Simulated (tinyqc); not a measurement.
# Quantum point contact as a saddle point with Zeeman splitting: differential conductance at finite bias

Potential V0 - m wx^2 x^2/2 + m wy^2 y^2/2; energies are counted from V0. Mode n = 0, 1, ... transmits T_n(E) = 1/(1 + exp(-2 pi (E - E_n)/wx)), E_n = wy (n + 1/2) +/- Ez/2 for the two spins, Ez = gs muB B, muB = q hbar/(2 m0); each spin carries q^2/h.

g(T) = int g(E) (-df/dE) dE = int g(mu + x kB T) dx/(4 cosh^2(x/2)), g(E) the zero-temperature value at E, g = G/(2 q^2/h). With the bias V split evenly and the saddle held fixed, dI/dV = [g(mu + V/2) + g(mu - V/2)]/2, each thermally averaged.

Inputs (values chosen for the exercise):
- T = 1.5 K (temperature)
- wy = 2.2 meV (transverse quantum hbar wy)
- wx = 1 meV (curvature of the barrier hbar wx)
- mu = 5.65 meV (Fermi level above the saddle point)
- gs = 4.3 (size of the g factor)
- B = 4 T (in-plane magnetic field)

Constants: q = 1.602176634e-19 C, kB = 1.380649e-23 J/K, hbar = 1.054571817e-34 J s, m0 = 9.1093837015e-31 kg, Vt = kB T/q. Results are converted to the units shown.

Result of one run:
```
g(mu + V/2)	g(mu - V/2)	dI/dV
2.561	2.561	2.561
```

Which source-drain bias V gave this result: 0, 1.32, 3.96, 4.4 or 4.84 mV?

V = 0 mV.

The whole series:
```
V (mV)	g(mu + V/2)	g(mu - V/2)	dI/dV
0	2.561	2.561	2.561
0.44	2.672	2.472	2.572
0.88	2.802	2.372	2.587
1.32	2.911	2.245	2.578
1.76	2.982	2.124	2.553
2.2	3.041	2.041	2.541
2.64	3.124	1.982	2.553
3.08	3.245	1.911	2.578
3.52	3.372	1.802	2.587
3.96	3.472	1.672	2.572
4.4	3.561	1.561	2.561
4.84	3.672	1.472	2.572
```

dI/dV moves up and down between 2.54 and 2.59 in units of 2 q^2/h. Right-movers gain modes (2.56 to 3.67) while left-movers lose them (2.56 to 1.47).

Range of the model: Orbital effects of the in-plane field and interactions (such as the 0.7 feature) are left out.

Computed by the program tinyqc: `OMP_NUM_THREADS=1 python tinyqc.py 2740109 2740110 out.jsonl`, one thread of a shared Intel Xeon 2.30GHz, about 0.05 s for the whole run.
